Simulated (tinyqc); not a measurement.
What moves the results: donor level screened by free carriers (Yukawa potential). A value that a table varies takes the place of the one given here.

Potential -(q/(eps r)) exp(-ks r), q = e^2/(4 pi eps0). In units Ry* = Ry m/eps^2 and a* = a0 eps/m the problem is [-Laplacian - 2 exp(-x r)/r] psi = E psi with x = ks a*.

Converged values use 18 functions exp(-z r), z = 1.55^i, i = -11 to 6: S = 2/A^3, H = z_i z_j S - 2/(A + x)^2, A = z_i + z_j.

Screening wave number: Debye ks^2 = 4 pi q n/(eps kB T); Thomas-Fermi ks^2 = 6 pi q n/(eps EF) with EF = c (3 pi^2 n/gv)^(2/3)/m, c = hbar^2/2m0; the two are joined by 1/ks^2 = sqrt(1/ks_D^4 + 1/ks_TF^4). 1e18/cm^3 = 1e-6/angstrom^3, q = e^2/(4 pi eps0).

Constants: e^2/(4 pi eps0) = 14.39964547 eV angstrom; kB = 8.617333262e-05 eV/K; hbar^2/2m0 = 3.80998211 eV angstrom^2; Ry = 13.60569312 eV; a0 (Bohr radius) = 0.5291772105 angstrom.

Values chosen for the exercise (near those of a donor in Ge, with one mean mass; the results hold for these values, not for the real material): xs = (0.04, 0.12, 0.31, 0.52, 0.75, 0.9, 1.02) (values of x); m = 0.162 m0 (mass); eps = 16.3 (dielectric constant); gv = 4 (valleys); T = 300 K (temperature); nl = (0.0011, 0.0037, 0.011, 0.037, 0.11, 0.37, 1.1) x 1e18/cm^3 (densities); n = 0.037 x 1e18/cm^3 (free-carrier density).

## Towards the loss of the bound state

First order (-1 + 2x), one-parameter (minimum of z^2 - 8 z^3/(2z + x)^2) and converged 1s energies in Ry*, and the mean radius in a*; a dash marks an unbound result.

Results:

| x | first order | trial function | converged | <r> |
|---|---|---|---|---|
| 0.04 | -0.9200 | -0.9223 | -0.9223 | 1.50 |
| 0.12 | -0.7600 | -0.7801 | -0.7801 | 1.52 |
| 0.31 | -0.3800 | -0.5019 | -0.5026 | 1.62 |
| 0.52 | - | -0.2745 | -0.2782 | 1.83 |
| 0.75 | - | -0.1043 | -0.1148 | 2.35 |
| 0.90 | - | -0.0319 | -0.0486 | 3.15 |
| 1.02 | - | - | -0.0164 | 4.78 |

First order loses the state at x = 0.5, the trial function reaches zero energy at x = 1.00, and the exact limit is 1.19. The radius starts at 1.5 a*, grows slowly at first (1.62 at x = 0.31), then steadily, and swells towards the end (4.8 at 1.02), where a single exponential fails: the binding vanishes as the square of the distance from 1.19.

## Binding against carrier density

Ry* = 8.2958 meV
a* = 53.244 angstrom

x from the joined ks; converged 1s binding (dash: x above 1.17, at or past the limit 1.19 where the state unbinds).

Results:

| n (1e18/cm^3) | EF/kB T | 1/ks (angstrom) | x | binding (meV) | n^(1/3) a* |
|---|---|---|---|---|---|
| 0.0011 | 0.00 | 1455.0 | 0.037 | 7.70 | 0.055 |
| 0.0037 | 0.01 | 793.3 | 0.067 | 7.24 | 0.082 |
| 0.011 | 0.02 | 460.1 | 0.116 | 6.53 | 0.118 |
| 0.037 | 0.04 | 250.9 | 0.212 | 5.27 | 0.177 |
| 0.11 | 0.08 | 145.6 | 0.366 | 3.61 | 0.255 |
| 0.37 | 0.18 | 79.6 | 0.669 | 1.36 | 0.382 |
| 1.1 | 0.37 | 46.7 | 1.140 | 0.01 | 0.550 |

The binding falls from 7.7 to 0.0 meV (bare value 8.3); it passes half the bare value between 0.037 and 0.11 x 1e18/cm^3. The level is still bound in the last row. x grows with exponent 0.50 in n at the start and 0.49 at the end (1/2 for Debye, 1/6 for Thomas-Fermi screening). The level survives to n^(1/3) a* = 0.55, past the 0.26 of the Mott rule, which corresponds to x = 1 for one valley with degenerate screening; here the level lasts until x = 1.19, the screening is at most the degenerate value, and overlap of donors is left out.

## What each parameter does

Ry* = Ry m/eps^2, a* = a0 eps/m, x = ks a* with the joined ks; converged binding. Each row changes one parameter from the base and keeps the others.

Results:

| case | 1/ks (angstrom) | x | binding in Ry* | binding (meV) |
|---|---|---|---|---|
| base | 250.9 | 0.212 | 0.636 | 5.27 |
| n = 0.0185 x 1e18/cm^3 | 354.8 | 0.150 | 0.731 | 6.06 |
| T = 270 K | 238.0 | 0.224 | 0.619 | 5.13 |
| m = 0.181 m0 | 250.9 | 0.190 | 0.669 | 6.20 |
| eps = 15 | 240.7 | 0.204 | 0.648 | 6.35 |
| gv = 5 | 250.9 | 0.212 | 0.636 | 5.27 |

The largest shifts from the base row, up to three for each result and ties (the steps differ in size, so this ranks the rows, not the parameters). 1/ks (angstrom): n +103.9, T -12.9, eps -10.2; unchanged at the printed digits by m and gv. x: n -0.062, m -0.022, T +0.011; unchanged at the printed digits by gv. binding in Ry*: n +0.095, m +0.033, T -0.017; unchanged at the printed digits by gv. binding (meV): eps +1.08, m +0.93, n +0.79; unchanged at the printed digits by gv.

(tinyqc, `OMP_NUM_THREADS=1 python tinyqc.py 1252268 1252269 out.jsonl`, Intel(R) Xeon(R) Processor @ 2.30GHz, 1 thread, shared host, about 0.01 s.)
